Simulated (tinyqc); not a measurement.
## Minority carriers and saturation current of a heavily doped emitter: effect of the doping

n-type, parabolic bands, full ionisation. eta = (EF - Ec)/kB T solves N = Nc F12(eta), F12(x) = (2/sqrt(pi)) int_0^infinity sqrt(u)/(1 + exp(u - x)) du. The gap shrinks rigidly by dEg = E1 [ln(N/N0) + sqrt(ln^2(N/N0) + 0.5)], an empirical law that is here taken as the true narrowing.

ni = sqrt(Nc Nv) exp(-Eg/(2 Vt)), Eg in volts; degeneracy factor g = F12(eta) exp(-eta); nie^2 = ni^2 exp(dEg/kB T) g, p0 = nie^2/N; apparent narrowing dEg + kB T ln g. 1/tau = Cn N^2 + 1/ts, D = mup Vt, L = sqrt(D tau); J0 = (q p0 D/L)(s + tanh(W/L))/(1 + s tanh(W/L)), s = S L/D; the share recombining inside is 1 - 1/[cosh(W/L)(1 + tanh(W/L)/s)]. The mobility is held fixed.

Inputs (values chosen for the exercise); band and dielectric values close to those of silicon: temperature T = 300 K; band gap Eg = 1.1 eV; conduction-band density of states at 300 K Nc = 2.82e19 cm^-3; valence-band density of states at 300 K Nv = 2.61e19 cm^-3; energy of the narrowing law E1 = 7.9 meV; density of the narrowing law N0 = 1.6e17 cm^-3; minority-hole mobility mup = 230 cm^2/(V s); Auger coefficient Cn = 1.7e-31 cm^6/s; defect lifetime ts = 0.085 us; emitter width W = 58 nm; recombination velocity at the contact S = 2600 cm/s.

Constants: q = 1.602176634e-19 C, kB = 1.380649e-23 J/K, Vt = kB T/q. Results are converted to the units shown.

Result of one run:
```
apparent narrowing (meV)  p0 (cm^-3)  L (nm)  J0 (fA/cm^2)  share inside (%)
69.79                          191.1    2851         92.37             14.04
```

Which ionised donor density N gave this result: 5.9e17, 8e18, 1.9e19, 4.6e19 or 1.1e20 cm^-3?

N = 1.9e19 cm^-3.

The whole series:
```
N (cm^-3)  apparent narrowing (meV)  p0 (cm^-3)  L (nm)  J0 (fA/cm^2)  share inside (%)
5.9e17                        21.84       963.4    7091         410.9             2.573
1.4e18                        34.71       667.7    7011         284.9             2.631
3.4e18                        47.83       456.8    6581         195.6             2.975
8e18                          59.73       307.6    5124         134.3             4.815
1.9e19                        69.79       191.1    2851         92.37             14.04
4.6e19                        75.21       97.37    1265         73.96             45.36
1.1e20                        69.61       32.79   536.1         76.27             82.24
2.6e20                        41.35       4.649   227.3         50.46             96.29
```

The apparent narrowing goes from 21.8 through a maximum of 75.2 (at N = 4.6e19 cm^-3 among the rows listed) to 41.4 meV. p0 goes as N^(-0.42) between the first two rows and N^(-2.27) between the last two (-1 without narrowing or degeneracy), and J0 moves up and down between 50.5 and 411 fA/cm^2.

Range of the model: Band tails, non-parabolic bands and incomplete ionisation are left out.

Numbers from tinyqc (`OMP_NUM_THREADS=1 python tinyqc.py 2330136 2330137 out.jsonl`; about 0.01 s on one thread of a shared Intel Xeon 2.30GHz).
